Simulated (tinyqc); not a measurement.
Grain-boundary diffusion: Harrison regimes, Fisher and Le Claire analysis, Hart average: one step, computed by the program tinyqc.

A boundary is a slab of width delta with diffusivity D_b, normal to a surface held at constant concentration; it leaks into grains of diffusivity D.

Question. Penetration along an isolated boundary. Fisher: the mean concentration falls as exp(-y/y_F), y_F = sqrt(P) (pi t/(4 D))^(1/4), with the boundary equation P d2c/dy2 = 2 c sqrt(D/(pi t)). Le Claire (from the Whipple solution): ln c falls as -(y/y_L)^(6/5) with P = 1.322 sqrt(D/t) y_L^2.

Inputs (values chosen for the exercise, for a model polycrystal): temperature T = 1450 K; time t = 810000 s.

triple product P = 4.134776e-21 m^3/s

D = 9.034364e-16 m^2/s

Give: Fisher depth y_F; Le Claire depth y_L.

Answer.

Fisher depth y_F = 10.47 um

Le Claire depth y_L = 9.677 um

Caution: the Fisher and Le Claire forms need regime B with beta above 10.
